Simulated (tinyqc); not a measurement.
Thermal boundary conductance by the acoustic and diffuse mismatch models: one step, computed by the program tinyqc. Command: `OMP_NUM_THREADS=1 python tinyqc.py 3019280 3019281 out.jsonl kapitza walk`. One thread of a shared host (Intel(R) Xeon(R) Processor @ 2.30GHz), about 0.01 s of CPU time with the checks.

Each side has one longitudinal and two transverse Debye branches, omega = v q up to q_D = (6 pi^2 n)^(1/3), with n counting all atoms. Scattering at the interface is elastic. Electrons are left out of G, also for metals. Melting is ignored. G refers to the temperatures of the phonons sent towards the interface. Linear branches over all atoms overstate G at high T, most for crystals with several atoms a cell.

Problem. Temperature rise through the stack. In series: Delta T = J (d_1/kappa_1 + R + d_2/kappa_2), with bulk conductivities in the layers and one-dimensional flow.

Inputs (values chosen for the exercise, for two model solids):
```
quantity              value     unit
conductivity kappa_1   1.03  W/(m K)
conductivity kappa_2   10.3  W/(m K)
temperature T            50        K
thickness d_1           260       nm
thickness d_2          3000       nm
heat flux J              12  kW/cm^2
```

Structure: film on a substrate.

boundary resistance R = 31.14158 m^2 K/GW

Give: temperature drops; total rise Delta T; interface share of film plus interface.

Solution.

temperature drops (K): film 30.29, interface 3.737, substrate 34.95

total rise Delta T = 68.98 K

interface share of film plus interface = 0.1098

The substrate takes the largest drop, 51 % of the total. Caution: kappa_2 is of room-temperature size, so the Kapitza length is only nominal at this T. Caution: the rise is not small against T, so constant conductivities fail; a rise of thousands of kelvin would destroy the stack. Caution: the conductivities are of room-temperature size; at this T real values can differ much and free paths can be long.
